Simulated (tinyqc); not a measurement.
Shape of the cross-section: round or elliptic silicon nanowire with anisotropic valleys (Ritz method).

Wire along x = [100] on a (001) wafer, y = [010], z = [001]. Valley groups, two valleys each (w = inverse masses): A, axis along z: w_y = 1/mt, w_z = 1/ml, m_x = mt; B, axis along y: w_y = 1/ml, w_z = 1/mt, m_x = mt; C, axis along x: w_y = w_z = 1/mt, m_x = ml.

Constants: hbar^2/2m0 = 3.80998211 eV angstrom^2.

Values chosen for the exercise (near those of a Si nanowire; the results hold for these values, not for the real material): ml = 0.902 m0 (longitudinal mass); mt = 0.188 m0 (transverse mass); area = 10.2 nm^2 (cross-section, kept fixed); hw = 3 (height over mean width).

Equal area, hard walls, lowest level of -c (w_y d2/dy2 + w_z d2/dz2), c = hbar^2/2m0. Rectangle W x H with H/W = hw; ellipse with b/a = hw; trapezoid of height H, base W/0.8 and top 0.6 of the base; isosceles triangle of height H and base 2W. Ellipse, trapezoid and triangle by converged Ritz bases; 1 nm^2 = 100 angstrom^2.

Levels:
```
shape      A (eV)  B (eV)  B - A (meV)
rectangle  0.6019  0.1880       -413.9
ellipse    0.5106  0.1726       -338.0
trapezoid  0.5092  0.1900       -319.2
triangle   0.3066  0.2097        -96.8
```

W = 18.4 angstrom
H = 55.3 angstrom

For group A the order is triangle, trapezoid, ellipse, rectangle, spanning 96 %. For group B the order is ellipse, rectangle, trapezoid, triangle, spanning 22 %. The ellipse lies below the rectangle for both groups, since corners hold little of the wave function. The triangle is lowest for A, whose light mass lies across the width and gains from the wide base. The spacing B - A of the valley groups runs from -414 to -97 meV.

Run: tinyqc, `OMP_NUM_THREADS=1 python tinyqc.py 1250294 1250295 out.jsonl`; Intel(R) Xeon(R) Processor @ 2.30GHz, one thread, shared host; about 0.06 s of CPU time with all checks.
